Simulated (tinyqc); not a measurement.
Inside a calculation. Method: tight binding, honeycomb lattice. One step of it, computed by the program tinyqc.

Problem. Levels at k. Diagonalise the Hermitian matrix.

H(k) at k (eV):
```
,A,B
A,2.009034,-3.344145+4.530006i
B,-3.344145-4.530006i,-2.870966
```

Give: eigenvalues; weights |c|^2 of the basis functions.

Solution.

eigenvalues (eV): -6.5676  5.7056

weights |c|^2 of the basis functions:
```
,band 1,band 2
A,0.3012,0.6988
B,0.6988,0.3012
```
